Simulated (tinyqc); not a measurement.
Hydrogenic impurity: series, fields, screening, photoionisation and donor-acceptor pairs: one step, computed by the program tinyqc.

One isotropic, parabolic band. Effective units: Ry* and a*, in which H = -nabla^2 - 2/r.

Task: Overlap of donors. Wigner-Seitz radius r_s = (3/(4 pi N))^(1/3); Mott criterion N_c^(1/3) a* = 0.26; overlap of two 1s orbitals at distance d: S = exp(-x)(1 + x + x^2/3), x = d/a*, with d = N^(-1/3).

Inputs (values chosen for the exercise, for a model semiconductor): donor density N = 4.4e+17 cm^-3.

Parts treated: screening and pairs.

a* = 12.26923 angstrom

Give: r_s; Mott density; N over the Mott density; overlap S.

Result:

r_s = 81.56 angstrom

Mott density = 9.516e+18 cm^-3

N over the Mott density = 0.04624

overlap S = 0.001109

The sample is on the insulating side, with isolated donors.
